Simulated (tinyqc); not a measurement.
Equal gaps, different models: fitting sp3s* parameters to three gaps by Newton steps.

sp3s* tight binding, nearest neighbours only: anion (a) at 0, cation (c) at a/4 (1,1,1), orbitals s, px, py, pz, s* on each; k in units of 2 pi/a. With phases e_j = exp(i (pi/2) k.n_j) for n = (1,1,1), (1,-1,-1), (-1,1,-1), (-1,-1,1): g0 = (e1+e2+e3+e4)/4, g1 = (e1+e2-e3-e4)/4, g2 = (e1-e2+e3-e4)/4, g3 = (e1-e2-e3+e4)/4. The diagonal holds the levels Esa, Epa, Exa (s*) and Esc, Epc, Exc. Anion-cation block: <sa|sc> = Vss g0; <sa|xc> = Vsapc g1; <xa|sc> = -Vscpa g1; <xa|xc> = Vxx g0; <xa|yc> = <ya|xc> = Vxy g3, <xa|zc> = <za|xc> = Vxy g2, <ya|zc> = <za|yc> = Vxy g1; <s*a|xc> = Vxapc g1; <xa|s*c> = -Vpaxc g1; y and z take g2 and g3 in place of g1; s-s* and s*-s* vanish.

Gaps are level 5 at Gamma, X = (1,0,0) and L = (1/2,1/2,1/2) less level 4 at Gamma; no spin-orbit coupling. Free parameters: Vss, Exa and Exc. H is linear in them, so by Hellmann-Feynman J_ij = <u|dH/dp_j|u> for level 5 at point i less the same for level 4 at Gamma. Newton: p(new) = p + J^-1 (target - gaps); stop when all misses are below 1e-7 eV.

Constants: hbar^2/2m0 = 3.80998211 eV angstrom^2.

Values chosen for the exercise (out of a larger set: near a published set for InP, fitted to gaps, whose masses and valley positions are rough; not measured data):
- p = (-8.425, 0.874, -1.496, 4.054, 8.185, 7.022, -5.408, 1.902, 4.249, 2.21, 5.612, 3.474, 4.472) eV (start, order Esa, Epa, Esc, Epc, Exa, Exc, Vss, Vxx, Vxy, Vsapc, Vscpa, Vxapc, Vpaxc)
- tg = (1.3756, 2.362, 1.8571) eV (target gaps at Gamma, X, L)
- a = 5.871 angstrom (lattice constant)

The same three targets are met with other triples of free parameters (those for which Newton converges within 3 eV of the start). Not fitted: level 5 at K = (3/4,3/4,0) above Ev, the spacing of levels 6 and 5 at X, the depth of level 2 at X below Ev, the valence width at Gamma, and the mass c q^2/(E(q) - E(0)) of level 5 along [100], q = 0.002 (2 pi/a), c = hbar^2/2m0.

Unfitted results:
```
free parameters    largest change (eV)  K (eV)  X spacing (eV)  level 2 at X (eV)  valence width (eV)  mass (m0)
start                            0.000   2.368           0.562              6.657              11.368     0.1293
Vss, Vxapc, Vpaxc                0.121   2.306           0.580              6.681              11.266     0.1179
Esc, Vxapc, Vpaxc                0.209   2.313           0.698              6.668              11.399     0.1192
Vss, Vsapc, Vpaxc                0.345   2.318           0.832              6.562              11.266     0.1212
Esa, Vxapc, Vscpa                0.453   2.309           0.626              6.653              11.719     0.1175
Vss, Exa, Exc                    0.252   2.305           0.554              6.667              11.266     0.1179
Esc, Vsapc, Exc                  1.985   2.324           1.113              6.646              11.399     0.1227
```

What does the comparison show?

All fitted rows have the same three gaps, yet they spread by 19 meV at K, 558 meV in the X spacing, 119 meV in level 2 at X, 453 meV in the valence width and 4.3 % in the mass. The smallest change of parameters, 0.121 eV, is that of Vss, Vxapc, Vpaxc. A fit fixes what it was given and leaves the rest to the choice of free parameters.

Run: tinyqc, `OMP_NUM_THREADS=1 python tinyqc.py 1481154 1481155 out.jsonl`; Intel(R) Xeon(R) Processor @ 2.30GHz, one thread, shared host; about 0.2 s of CPU time with all checks.
